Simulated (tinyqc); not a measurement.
Inside a calculation. Model: hole mobility in a silicon inversion layer, empirical terms and Matthiessen rule.

Program tinyqc, `OMP_NUM_THREADS=1 python tinyqc.py 2510025 2510026 out.jsonl`; Intel Xeon 2.30GHz, shared host, one thread, about 0.01 s. Printed values are rounded.

Inversion layer of sheet density Ns on a uniformly doped body. The mobility terms are empirical power laws with prefactors chosen for the exercise; adding their inverses (Matthiessen) is itself an approximation.

Values chosen for this exercise; material values close to those of silicon:
- T = 293 K (temperature)
- Eg = 1.12 eV (band gap)
- eps_r = 11.5 (relative permittivity of the semiconductor)
- Nc = 2.69e19 cm^-3 (conduction-band density of states at T)
- Nv = 2.52e19 cm^-3 (valence-band density of states at T)
- Nb = 7.8e16 cm^-3 (body doping)
- Vsb = 0 V (reverse body bias)
- eta = 0.3333 (weight of the inversion charge in the effective field)
- Cox = 2.02 uF/cm^2 (gate capacitance)
- Ap = 121 cm^2/(V s) (phonon-limited mobility at 1 MV/cm and 300 K)
- As = 478 cm^2/(V s) (roughness-limited mobility at 1 MV/cm)
- gs = 1 (exponent of the roughness term)
- Ac = 1900 cm^2/(V s) (Coulomb prefactor)
- Nit = 2.6e10 cm^-2 (charge at the interface)
- Ns = 3.2e12 cm^-2 (inversion density)
- WL = 5 (ratio W/L)
- Vd = 0.01 V (drain voltage)
- I = 4.14 uA (measured linear current)

Constants: q = 1.602176634e-19 C, kB = 1.380649e-23 J/K, Vt = kB T/q, eps0 = 8.8541878128e-14 F/cm where lengths are in cm. Results are converted to the units shown.

## Depletion charge and effective field

ni = sqrt(Nc Nv) exp(-Eg/(2 Vt)), Eg in volts; Ndep = sqrt(2 eps0 eps_r Nb (2 Vt ln(Nb/ni) + Vsb)/q); E = q (Ndep + eta Ns)/(eps0 eps_r), in MV/cm.

ni = 6.070659e9 cm^-3
Ndep = 9.052602e11 cm^-2
E = 0.3102638 MV/cm

The depletion charge gives 45.9 % of the field.

## Mobility terms and their sum

With t = T/(300 K): muC = Ac (Ns/1e12 cm^-2) t/(Nb/1e17 cm^-3 + Nit/1e11 cm^-2), muP = Ap E^(-1/3) t^(-1.75), muS = As E^(-gs); 1/mu is the sum of the inverses.

terms (cm^2/(V s)): Coulomb 5709.744, phonon 186.2740, roughness 1540.624
mu = 161.4814 cm^2/(V s)
shares of 1/mu (%): Coulomb 2.828173, phonon 86.69027, roughness 10.48156

The phonon term limits most.

## Iteration 1: inversion density for the measured current

Ns at the start = 2.2e12 cm^-2

I = (W/L) q Ns mu Vd. E = q (Ndep + eta Ns)/(eps0 eps_r) in MV/cm. With t = T/(300 K): muC = Ac (Ns/1e12 cm^-2) t/(Nb/1e17 cm^-3 + Nit/1e11 cm^-2), muP = Ap E^(-1/3) t^(-1.75), muS = As E^(-gs); 1/mu is the sum of the inverses. Ns(new) = I/((W/L) q mu Vd).

E = 0.2578194 MV/cm
mu = 171.1969 cm^2/(V s)
Ns after iteration 1 = 3.018729e12 cm^-2

## Iteration 2: inversion density for the measured current

As before.

E = 0.3007572 MV/cm
mu = 163.1883 cm^2/(V s)
Ns after iteration 2 = 3.166875e12 cm^-2

## Course of the iteration: inversion density for the measured current

Stop when Ns changes by less than 1e5 cm^-2, or after 120 iterations.

Course of the iteration:
```
iteration   Ns (cm^-2)  |change| (cm^-2)
1          3.018729e12           8.19e11
2          3.166875e12           1.48e11
3          3.194230e12           2.74e10
4          3.199284e12            5.05e9
5          3.200217e12            9.34e8
6          3.200390e12            1.72e8
7          3.200421e12            3.19e7
8          3.200427e12            5.89e6
9          3.200428e12            1.09e6
10         3.200429e12            2.01e5
11         3.200429e12            3.71e4
```

Converged in 11 iterations. At the end each change is about 0.18 times the one before: linear convergence.

## Split C-V extraction

Vg, point 0 to 12 (V): [0.2, 0.25, 0.3, 0.35, 0.4, 0.45, 0.5, 0.55, 0.6, 0.65, 0.7, 0.75, 0.8]
Cgc, point 0 to 12 (uF/cm^2): [6.032632e-4, 0.003054375, 0.01538868, 0.07566335, 0.3328258, 1.01, 1.687174, 1.944337, 2.004611, 2.016946, 2.019397, 2.019881, 2.019977]
I, point 0 to 12 (uA): [1.921638e-7, 4.913733e-6, 1.231816e-4, 0.002811287, 0.04481987, 0.3226623, 0.9937130, 1.829397, 2.642649, 3.394632, 4.088866, 4.734207, 5.338378]

Q(Vg) is the trapezoid sum of Cgc from the first point (where Q is taken as 0); mu_eff = I/((W/L) Q Vd); mu_FE = (dI/dVg)/((W/L) Cox Vd) with a backward difference. Listed from point 4 on.

Q, point 4 to 12 (uC/cm^2): [0.01304105, 0.04661169, 0.1140410, 0.2048288, 0.3035525, 0.4040914, 0.505, 0.6059819, 0.7069784]
mu_eff, point 4 to 12 (cm^2/(V s)): [68.73662, 138.4469, 174.2729, 178.6269, 174.1148, 168.0130, 161.9353, 156.2491, 151.0195]
mu_FE, point 4 to 12 (cm^2/(V s)): [8.318532, 55.01829, 132.8813, 165.4820, 161.0399, 148.9075, 137.4722, 127.7902, 119.6378]

At the last point mu_FE is 21 % below mu_eff: where the mobility falls with gate voltage the slope of I understates it.
